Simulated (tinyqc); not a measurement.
## Charge pumping in an n-channel transistor: triangular pulses against frequency

The gate is pulsed from accumulation to inversion and back. Energies E are counted from the intrinsic level; Dit(E) = D0 [1 + b (2 E/Eg)^2]. During each edge the traps near the bands emit their carriers, and those between Eh and Ee recombine once a cycle.

For a symmetric triangular wave tr = tf = 1/(2 f). ni = sqrt(Nc Nv) exp(-Eg/(2 Vt)), Eg in volts; emission times te = (dV/Va) tf and th = (dV/Va) tr; Ee = -Vt ln(vth sn ni te), Eh = +Vt ln(vth sp ni th). Nit = integral of Dit from Eh to Ee = D0 [Ee - Eh + 4 b (Ee^3 - Eh^3)/(3 Eg^2)], Qcp = q A Nit, Icp = f Qcp.

Inputs (values chosen for the exercise); band and dielectric values close to those of silicon: temperature T = 300 K; band gap Eg = 1.14 eV; conduction-band density of states at 300 K Nc = 2.8e19 cm^-3; valence-band density of states at 300 K Nv = 2.68e19 cm^-3; gate area A = 0.14 um^2; trap density at midgap D0 = 8.4e11 cm^-2 eV^-1; rise of the trap density towards the band edges b = 3.5; cross-section for electrons sn = 2.6e-16 cm^2; cross-section for holes sp = 2.1e-16 cm^2; thermal velocity at 300 K, one nominal value for electrons and holes vth = 1e7 cm/s; Vth - Vfb dV = 1.05 V; pulse height Va = 1.8 V.

Constants: q = 1.602176634e-19 C, kB = 1.380649e-23 J/K, Vt = kB T/q. Results are converted to the units shown.

Triangular pulses against frequency:
```
f (Hz)  Ee (eV)  Eh (eV)  Nit (cm^-2)  Icp (pA)  Qcp (fC)
2200     0.1548  -0.1603     2.883e11    0.1423   0.06467
5100     0.1765  -0.1821     3.360e11    0.3844   0.07537
12000    0.1987  -0.2042     3.877e11     1.044   0.08696
26000    0.2186  -0.2242     4.375e11     2.551   0.09812
59000    0.2398  -0.2453     4.937e11     6.534    0.1107
1.3e5    0.2603  -0.2658     5.517e11     16.09    0.1237
3e5      0.2819  -0.2874     6.173e11     41.54    0.1385
6.9e5    0.3034  -0.3089     6.875e11     106.4    0.1542
1.6e6    0.3251  -0.3307     7.636e11     274.1    0.1713
3.5e6    0.3454  -0.3509     8.395e11     659.0    0.1883
```

Qcp rises from 0.0647 to 0.188 fC, by 0.0293 fC a decade between the first two rows and 0.0501 between the last two (2 q A D0 Vt ln 10 = 0.0224 fC): faster edges leave less time for emission and widen the window, so Icp grows faster than f, as f^(1.14).

Range of the model: The Fermi levels of inversion and accumulation are taken to lie beyond Ee and Eh, the flat tops to fill all traps, and no geometric current is added.

tinyqc, about 0.01 s, one thread, Intel Xeon 2.30GHz (shared host): `OMP_NUM_THREADS=1 python tinyqc.py 2030168 2030169 out.jsonl`
